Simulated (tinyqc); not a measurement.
MP2 on RHF in the sto-3g basis, for H6, spin multiplicity 1, step by step. Computed by tinyqc, a small Python program that keeps every step (integrals from PySCF). Settings: charge = 0, multiplicity = 1, basis = sto-3g, method = RHF, energy threshold = 1e-10, iteration cap = 76, orthogonalisation = symmetric, start = atomic densities, DIIS depth = 6. Command: `OMP_NUM_THREADS=1 python tinyqc.py 30922 30923 out.jsonl` (the two numbers bound the seeds that draw the settings). One thread of a shared host (Intel(R) Xeon(R) Processor @ 2.60GHz), about 0.08 s of CPU time with the checks. The early iterations of the SCF are left out here.

## One-electron integrals

Geometry (angstrom):

| atom | x | y | z |
|---|---|---|---|
| H | 0.0000 | 0.0000 | 0.0000 |
| H | 0.0000 | 0.0000 | 0.7340 |
| H | 0.0000 | 0.0000 | 1.6850 |
| H | 0.0000 | 0.0000 | 2.4190 |
| H | 0.0000 | 0.0000 | 3.3700 |
| H | 0.0000 | 0.0000 | 4.1040 |

Basis sto-3g: exponents (1/bohr^2) and contraction coefficients of normalised primitives:

| element | l (shell) | exponent | coefficient |
|---|---|---|---|
| H | s (1) | 3.4253 | 0.1543 |
| H | s (1) | 0.6239 | 0.5353 |
| H | s (1) | 0.1689 | 0.4446 |

Overlap, kinetic and nuclear-attraction integrals over the contracted functions; the nuclear repulsion is the sum of Za Zb / Rab.

nuclear repulsion = 5.613203 hartree

overlap S, lower triangle:
```
        1H 1s   2H 1s   3H 1s   4H 1s   5H 1s   6H 1s
1H 1s  1.0000
2H 1s  0.6638  1.0000
3H 1s  0.1957  0.5258  1.0000
4H 1s  0.0576  0.1957  0.6638  1.0000
5H 1s  0.0081  0.0382  0.1957  0.5258  1.0000
6H 1s  0.0014  0.0081  0.0576  0.1957  0.6638  1.0000
```

kinetic energy T (hartree), lower triangle:
```
         1H 1s    2H 1s    3H 1s    4H 1s   5H 1s   6H 1s
1H 1s   0.7600
2H 1s   0.2406   0.7600
3H 1s  -0.0020   0.1305   0.7600
4H 1s  -0.0111  -0.0020   0.2406   0.7600
5H 1s  -0.0039  -0.0097  -0.0020   0.1305  0.7600
6H 1s  -0.0010  -0.0039  -0.0111  -0.0020  0.2406  0.7600
```

nuclear attraction V (hartree), lower triangle:
```
         1H 1s    2H 1s    3H 1s    4H 1s    5H 1s    6H 1s
1H 1s  -2.7031
2H 1s  -1.8581  -3.0919
3H 1s  -0.5315  -1.5511  -3.2664
4H 1s  -0.1545  -0.5595  -2.0862  -3.2664
5H 1s  -0.0211  -0.1034  -0.5595  -1.5511  -3.0919
6H 1s  -0.0035  -0.0211  -0.1545  -0.5315  -1.8581  -2.7031
```

core Hamiltonian H = T + V (hartree), lower triangle:
```
         1H 1s    2H 1s    3H 1s    4H 1s    5H 1s    6H 1s
1H 1s  -1.9431
2H 1s  -1.6175  -2.3319
3H 1s  -0.5335  -1.4206  -2.5063
4H 1s  -0.1656  -0.5615  -1.8457  -2.5063
5H 1s  -0.0250  -0.1132  -0.5615  -1.4206  -2.3319
6H 1s  -0.0044  -0.0250  -0.1656  -0.5335  -1.6175  -1.9431
```

## Two-electron integrals

Functions are numbered as in S; the eight-fold symmetry (ij|kl) = (ji|kl) = (kl|ij) leaves the list below.

Two-electron integrals (ij|kl) in chemists' order, unique and non-zero (hartree):
```
(11|11) 0.7746     (21|11) 0.4480     (21|21) 0.3016     (22|11) 0.5723
(22|21) 0.4480     (22|22) 0.7746     (31|11) 0.0996     (31|21) 0.0732
(31|22) 0.1210     (31|31) 0.0209     (32|11) 0.2192     (32|21) 0.1796
(32|22) 0.3325     (32|31) 0.0584     (32|32) 0.1793     (33|11) 0.3108
(33|21) 0.2579     (33|22) 0.4943     (33|31) 0.0996     (33|32) 0.3325
(33|33) 0.7746     (41|11) 0.0242     (41|21) 0.0183     (41|22) 0.0312
(41|31) 0.0056     (41|32) 0.0164     (41|33) 0.0312     (41|41) 0.0016
(42|11) 0.0667     (42|21) 0.0541     (42|22) 0.0996     (42|31) 0.0186
(42|32) 0.0584     (42|33) 0.1210     (42|41) 0.0056     (42|42) 0.0209
(43|11) 0.1716     (43|21) 0.1385     (43|22) 0.2579     (43|31) 0.0541
(43|32) 0.1796     (43|33) 0.4480     (43|41) 0.0183     (43|42) 0.0732
(43|43) 0.3016     (44|11) 0.2186     (44|21) 0.1716     (44|22) 0.3108
(44|31) 0.0667     (44|32) 0.2192     (44|33) 0.5723     (44|41) 0.0242
(44|42) 0.0996     (44|43) 0.4480     (44|44) 0.7746     (51|11) 0.0026
(51|21) 0.0021     (51|22) 0.0037     (51|31) 0.0007     (51|32) 0.0021
(51|33) 0.0044     (51|41) 2.11e-04   (51|42) 0.0008     (51|43) 0.0028
(51|44) 0.0039     (51|51) 2.98e-05   (52|11) 0.0103     (52|21) 0.0083
(52|22) 0.0151     (52|31) 0.0030     (52|32) 0.0094     (52|33) 0.0207
(52|41) 0.0009     (52|42) 0.0036     (52|43) 0.0137     (52|44) 0.0207
(52|51) 1.41e-04   (52|52) 0.0007     (53|11) 0.0418     (53|21) 0.0328
(53|22) 0.0591     (53|31) 0.0124     (53|32) 0.0403     (53|33) 0.0996
(53|41) 0.0043     (53|42) 0.0173     (53|43) 0.0732     (53|44) 0.1210
(53|51) 0.0007     (53|52) 0.0036     (53|53) 0.0209     (54|11) 0.0966
(54|21) 0.0738     (54|22) 0.1297     (54|31) 0.0274     (54|32) 0.0875
(54|33) 0.2192     (54|41) 0.0099     (54|42) 0.0403     (54|43) 0.1796
(54|44) 0.3325     (54|51) 0.0017     (54|52) 0.0094     (54|53) 0.0584
(54|54) 0.1793     (55|11) 0.1570     (55|21) 0.1173     (55|22) 0.2007
(55|31) 0.0418     (55|32) 0.1297     (55|33) 0.3108     (55|41) 0.0147
(55|42) 0.0591     (55|43) 0.2579     (55|44) 0.4943     (55|51) 0.0026
(55|52) 0.0151     (55|53) 0.0996     (55|54) 0.3325     (55|55) 0.7746
(61|11) 3.57e-04   (61|21) 2.82e-04   (61|22) 0.0005     (61|31) 1.01e-04
(61|32) 3.18e-04   (61|33) 0.0007     (61|41) 3.26e-05   (61|42) 1.25e-04
(61|43) 4.75e-04   (61|44) 0.0007     (61|51) 4.86e-06   (61|52) 2.39e-05
(61|53) 1.25e-04   (61|54) 3.18e-04   (61|55) 0.0005     (61|61) 8.28e-07
(62|11) 0.0018     (62|21) 0.0014     (62|22) 0.0026     (62|31) 0.0005
(62|32) 0.0017     (62|33) 0.0039     (62|41) 1.77e-04   (62|42) 0.0007
(62|43) 0.0028     (62|44) 0.0044     (62|51) 2.76e-05   (62|52) 1.41e-04
(62|53) 0.0008     (62|54) 0.0021     (62|55) 0.0037     (62|61) 4.86e-06
(62|62) 2.98e-05   (63|11) 0.0108     (63|21) 0.0083     (63|22) 0.0147
(63|31) 0.0031     (63|32) 0.0099     (63|33) 0.0242     (63|41) 0.0011
(63|42) 0.0043     (63|43) 0.0183     (63|44) 0.0312     (63|51) 1.77e-04
(63|52) 0.0009     (63|53) 0.0056     (63|54) 0.0164     (63|55) 0.0312
(63|61) 3.26e-05   (63|62) 2.11e-04   (63|63) 0.0016     (64|11) 0.0322
(64|21) 0.0242     (64|22) 0.0418     (64|31) 0.0088     (64|32) 0.0274
(64|33) 0.0667     (64|41) 0.0031     (64|42) 0.0124     (64|43) 0.0541
(64|44) 0.0996     (64|51) 0.0005     (64|52) 0.0030     (64|53) 0.0186
(64|54) 0.0584     (64|55) 0.1210     (64|61) 1.01e-04   (64|62) 0.0007
(64|63) 0.0056     (64|64) 0.0209     (65|11) 0.0942     (65|21) 0.0695
(65|22) 0.1173     (65|31) 0.0242     (65|32) 0.0738     (65|33) 0.1716
(65|41) 0.0083     (65|42) 0.0328     (65|43) 0.1385     (65|44) 0.2579
(65|51) 0.0014     (65|52) 0.0083     (65|53) 0.0541     (65|54) 0.1796
(65|55) 0.4480     (65|61) 2.82e-04   (65|62) 0.0021     (65|63) 0.0183
(65|64) 0.0732     (65|65) 0.3016     (66|11) 0.1289     (66|21) 0.0942
(66|22) 0.1570     (66|31) 0.0322     (66|32) 0.0966     (66|33) 0.2186
(66|41) 0.0108     (66|42) 0.0418     (66|43) 0.1716     (66|44) 0.3108
(66|51) 0.0018     (66|52) 0.0103     (66|53) 0.0667     (66|54) 0.2192
(66|55) 0.5723     (66|61) 3.57e-04   (66|62) 0.0026     (66|63) 0.0242
(66|64) 0.0996     (66|65) 0.4480     (66|66) 0.7746
```

## Orthogonalisation

S = U s U^T; symmetric (Loewdin) form X = U s^(-1/2) U^T, so that X^T S X = 1.

eigenvalues of S: 0.1501  0.2517  0.4310  1.0548  1.7155  2.3969

X, lower triangle:
```
         1H 1s    2H 1s    3H 1s    4H 1s    5H 1s   6H 1s
1H 1s   1.2708
2H 1s  -0.5366   1.4720
3H 1s   0.1023  -0.4665   1.4976
4H 1s  -0.0276   0.1131  -0.6066   1.4976
5H 1s   0.0062  -0.0188   0.1131  -0.4665   1.4720
6H 1s  -0.0020   0.0062  -0.0276   0.1023  -0.5366  1.2708
```

## Iteration 7 (converged): orbitals

converged F (hartree), lower triangle:
```
         1H 1s    2H 1s    3H 1s    4H 1s    5H 1s    6H 1s
1H 1s  -0.3744
2H 1s  -0.6125  -0.4810
3H 1s  -0.2394  -0.4605  -0.4965
4H 1s  -0.0620  -0.2414  -0.6377  -0.4965
5H 1s  -0.0087  -0.0527  -0.2414  -0.4605  -0.4810
6H 1s  -0.0076  -0.0087  -0.0620  -0.2394  -0.6125  -0.3744
```

Diagonalise F' = X^T F X, C = X C', fill 3 alpha and 3 beta electrons from the bottom; D = 2 C_occ C_occ^T. Each column has its largest component positive (the first on a tie).

F' = X^T F X (hartree), lower triangle:
```
         1        2        3        4        5       6
1   0.0758
2  -0.6924   0.2106
3   0.1095  -0.5058   0.2345
4  -0.0102   0.1222  -0.7690   0.2345
5   0.0098  -0.0211   0.1222  -0.5058   0.2106
6  -0.0127   0.0098  -0.0102   0.1095  -0.6924  0.0758
```

orbital energies (hartree): MO1 -0.7725, MO2 -0.6232, MO3 -0.4082, MO4 0.4308, MO5 0.8989, MO6 1.5160

coefficients C:
```
          MO1      MO2      MO3      MO4      MO5      MO6
1H 1s  0.1593   0.3457  -0.4376   0.7086  -0.8553   0.5866
2H 1s  0.2489   0.4029  -0.2912  -0.4581   1.0546  -1.0268
3H 1s  0.3495   0.1054   0.4511  -0.6699  -0.3695   1.3894
4H 1s  0.3495  -0.1054   0.4511   0.6699  -0.3695  -1.3894
5H 1s  0.2489  -0.4029  -0.2912   0.4581   1.0546   1.0268
6H 1s  0.1593  -0.3457  -0.4376  -0.7086  -0.8553  -0.5866
```

D after iteration 7, lower triangle:
```
         1H 1s    2H 1s    3H 1s    4H 1s   5H 1s   6H 1s
1H 1s   0.6727
2H 1s   0.6127   0.6181
3H 1s  -0.2105  -0.0037   0.6735
4H 1s  -0.3563  -0.1736   0.6291   0.6735
5H 1s   0.0555  -0.0312  -0.1736  -0.0037  0.6181
6H 1s   0.1946   0.0555  -0.3563  -0.2105  0.6127  0.6727
```

## Convergence

Stop when the energy changes by less than 1e-10 hartree and every element of the error matrix X^T (F D S - S D F) X is below 3e-06.

Course of the cycle:

| iteration | E (hartree) | change | largest element of the error matrix |
|---|---|---|---|
| 1 | -2.762382 | - | 8.75e-02 |
| 2 | -3.216180 | -4.54e-01 | 4.81e-02 |
| 3 | -3.220582 | -4.40e-03 | 2.64e-02 |
| 4 | -3.222169 | -1.59e-03 | 4.18e-03 |
| 5 | -3.222208 | -3.96e-05 | 9.80e-05 |
| 6 | -3.222208 | -1.76e-08 | 2.27e-06 |
| 7 | -3.222208 | -1.12e-11 | 3.81e-09 |

PySCF RHF in the same basis = -3.222208 hartree

Converged in 7 iterations.

## Integrals over molecular orbitals

(pq|rs) = sum C_ip C_jq C_kr C_ls (ij|kl), one index at a time.

one-electron integrals over orbitals h = C^T H C (hartree), lower triangle:
```
         1        2        3        4        5        6
1  -2.5710
2   0.0000  -2.2853
3  -0.1646   0.0000  -2.1752
4   0.0000   0.2198   0.0000  -1.7594
5  -0.0776   0.0000   0.1935   0.0000  -1.3443
6   0.0000   0.0592   0.0000   0.1807   0.0000  -1.0234
```

Two-electron integrals over orbitals (pq|rs), unique and non-zero (hartree):
```
(11|11) 0.4660      (21|21) 0.1324      (22|11) 0.3736      (22|22) 0.4178
(31|11) 0.0874      (31|22) -0.0382     (31|31) 0.1165      (32|21) -0.1184
(32|32) 0.1429      (33|11) 0.4171      (33|22) 0.3862      (33|31) 0.0352
(33|33) 0.4199      (41|21) -0.0466     (41|32) -0.0063     (41|41) 0.0800
(42|11) -0.0757     (42|22) -0.0078     (42|31) -0.0579     (42|33) -0.0140
(42|42) 0.0808      (43|21) -0.0763     (43|32) 0.0792      (43|41) 0.0124
(43|43) 0.0894      (44|11) 0.4210      (44|22) 0.3897      (44|31) 0.0328
(44|33) 0.4095      (44|42) -0.0285     (44|44) 0.4283      (51|11) 0.0061
(51|22) 0.0341      (51|31) -0.0307     (51|33) -0.0127     (51|42) -0.0319
(51|44) 0.0018      (51|51) 0.0511      (52|21) 0.0352      (52|32) -4.77e-04
(52|41) -0.0549     (52|43) 0.0324      (52|52) 0.0834      (53|11) -0.0841
(53|22) -0.0126     (53|31) -0.0639     (53|33) -0.0314     (53|42) 0.0744
(53|44) -0.0269     (53|51) -0.0219     (53|53) 0.0822      (54|21) -0.1223
(54|32) 0.1351      (54|41) 0.0084      (54|43) 0.0803      (54|52) -0.0072
(54|54) 0.1476      (55|11) 0.3989      (55|22) 0.4256      (55|31) -0.0211
(55|33) 0.4054      (55|42) -0.0183     (55|44) 0.4168      (55|51) 0.0330
(55|53) -0.0224     (55|55) 0.4587      (61|21) 0.0022      (61|32) 0.0197
(61|41) -0.0298     (61|43) -0.0408     (61|52) -0.0274     (61|54) 0.0159
(61|61) 0.0649      (62|11) -0.0112     (62|22) -0.0381     (62|31) 0.0276
(62|33) -1.46e-04   (62|42) 0.0261      (62|44) 0.0011      (62|51) -0.0441
(62|53) 0.0278      (62|55) -0.0375     (62|62) 0.0469      (63|21) 0.0490
(63|32) -0.0037     (63|41) -0.0738     (63|43) -0.0159     (63|52) 0.0538
(63|54) -0.0054     (63|61) 0.0290      (63|63) 0.0805      (64|11) -0.0902
(64|22) 0.0286      (64|31) -0.1103     (64|33) -0.0385     (64|42) 0.0595
(64|44) -0.0389     (64|51) 0.0270      (64|53) 0.0641      (64|55) 0.0241
(64|62) -0.0271     (64|64) 0.1207      (65|21) -0.1343     (65|32) 0.1230
(65|41) 0.0474      (65|43) 0.0806      (65|52) -0.0371     (65|54) 0.1314
(65|61) -0.0032     (65|63) -0.0554     (65|65) 0.1543      (66|11) 0.5047
(66|22) 0.4045      (66|31) 0.0977      (66|33) 0.4567      (66|42) -0.0857
(66|44) 0.4666      (66|51) 0.0066      (66|53) -0.0986     (66|55) 0.4456
(66|62) -0.0138     (66|64) -0.1092     (66|66) 0.5851
```

## Second-order Moller-Plesset energy

Hartree-Fock energy = -3.222208 hartree

E2 = sum_ijab (ia|jb) [2 (ia|jb) - (ib|ja)] / (e_i + e_j - e_a - e_b) over occupied i, j and virtual a, b; the opposite-spin part is (ia|jb)^2 / denominator, the rest is same-spin, and SCS-MP2 scales them by 6/5 and 1/3.

Terms (the 40 largest of 41):

| i | j | a | b | (ia\|jb) | (ib\|ja) | denominator | term |
|---|---|---|---|---|---|---|---|
| 3 | 3 | 4 | 4 | 0.0894 | 0.0894 | -1.6779 | -0.0048 |
| 2 | 3 | 4 | 5 | 0.0744 | 0.0324 | -2.3610 | -0.0037 |
| 3 | 2 | 5 | 4 | 0.0744 | 0.0324 | -2.3610 | -0.0037 |
| 2 | 2 | 4 | 4 | 0.0808 | 0.0808 | -2.1078 | -0.0031 |
| 1 | 1 | 4 | 4 | 0.0800 | 0.0800 | -2.4066 | -0.0027 |
| 3 | 3 | 5 | 5 | 0.0822 | 0.0822 | -2.6142 | -0.0026 |
| 1 | 3 | 4 | 6 | -0.0738 | -0.0408 | -3.1275 | -0.0025 |
| 3 | 1 | 6 | 4 | -0.0738 | -0.0408 | -3.1275 | -0.0025 |
| 2 | 2 | 5 | 5 | 0.0834 | 0.0834 | -3.0441 | -0.0023 |
| 3 | 3 | 6 | 6 | 0.0805 | 0.0805 | -3.8484 | -0.0017 |
| 2 | 1 | 5 | 4 | -0.0549 | -0.0319 | -2.7254 | -0.0016 |
| 1 | 2 | 4 | 5 | -0.0549 | -0.0319 | -2.7254 | -0.0016 |
| 3 | 2 | 6 | 5 | 0.0538 | 0.0278 | -3.4463 | -0.0012 |
| 2 | 3 | 5 | 6 | 0.0538 | 0.0278 | -3.4463 | -0.0012 |
| 1 | 1 | 6 | 6 | 0.0649 | 0.0649 | -4.5771 | -0.0009 |
| 1 | 1 | 5 | 5 | 0.0511 | 0.0511 | -3.3429 | -0.0008 |
| 2 | 1 | 6 | 5 | -0.0441 | -0.0274 | -3.8106 | -0.0007 |
| 1 | 2 | 5 | 6 | -0.0441 | -0.0274 | -3.8106 | -0.0007 |
| 2 | 2 | 6 | 6 | 0.0469 | 0.0469 | -4.2784 | -0.0005 |
| 1 | 1 | 4 | 6 | -0.0298 | -0.0298 | -3.4919 | -2.53e-04 |
| 1 | 1 | 6 | 4 | -0.0298 | -0.0298 | -3.4919 | -2.53e-04 |
| 2 | 2 | 4 | 6 | 0.0261 | 0.0261 | -3.1931 | -2.14e-04 |
| 2 | 2 | 6 | 4 | 0.0261 | 0.0261 | -3.1931 | -2.14e-04 |
| 1 | 3 | 6 | 6 | 0.0290 | 0.0290 | -4.2128 | -2.00e-04 |
| 3 | 1 | 6 | 6 | 0.0290 | 0.0290 | -4.2128 | -2.00e-04 |
| 3 | 1 | 5 | 5 | -0.0219 | -0.0219 | -2.9785 | -1.61e-04 |
| 1 | 3 | 5 | 5 | -0.0219 | -0.0219 | -2.9785 | -1.61e-04 |
| 2 | 3 | 5 | 4 | 0.0324 | 0.0744 | -2.3610 | 1.32e-04 |
| 3 | 2 | 4 | 5 | 0.0324 | 0.0744 | -2.3610 | 1.32e-04 |
| 3 | 1 | 4 | 6 | -0.0408 | -0.0738 | -3.1275 | -1.03e-04 |
| 1 | 3 | 6 | 4 | -0.0408 | -0.0738 | -3.1275 | -1.03e-04 |
| 2 | 1 | 4 | 5 | -0.0319 | -0.0549 | -2.7254 | -1.03e-04 |
| 1 | 2 | 5 | 4 | -0.0319 | -0.0549 | -2.7254 | -1.03e-04 |
| 3 | 3 | 4 | 6 | -0.0159 | -0.0159 | -2.7631 | -9.10e-05 |
| 3 | 3 | 6 | 4 | -0.0159 | -0.0159 | -2.7631 | -9.10e-05 |
| 2 | 1 | 5 | 6 | -0.0274 | -0.0441 | -3.8106 | -7.63e-05 |
| 1 | 2 | 6 | 5 | -0.0274 | -0.0441 | -3.8106 | -7.63e-05 |
| 1 | 3 | 4 | 4 | 0.0124 | 0.0124 | -2.0422 | -7.58e-05 |
| 3 | 1 | 4 | 4 | 0.0124 | 0.0124 | -2.0422 | -7.58e-05 |
| 3 | 2 | 5 | 6 | 0.0278 | 0.0538 | -3.4463 | -1.38e-05 |

Pair energies (hartree; pair i-j sums ij and ji):

| pair | opposite spin | same spin |
|---|---|---|
| 1-1 | -0.0049 | 0 |
| 2-1 | -0.0044 | -0.0005 |
| 2-2 | -0.0063 | 0 |
| 3-1 | -0.0054 | -0.0007 |
| 3-2 | -0.0077 | -0.0019 |
| 3-3 | -0.0092 | 0 |

MP2 correlation energy = -0.041035 hartree

SCS-MP2 correlation energy = -0.046536 hartree

MP2 total energy = -3.263243 hartree
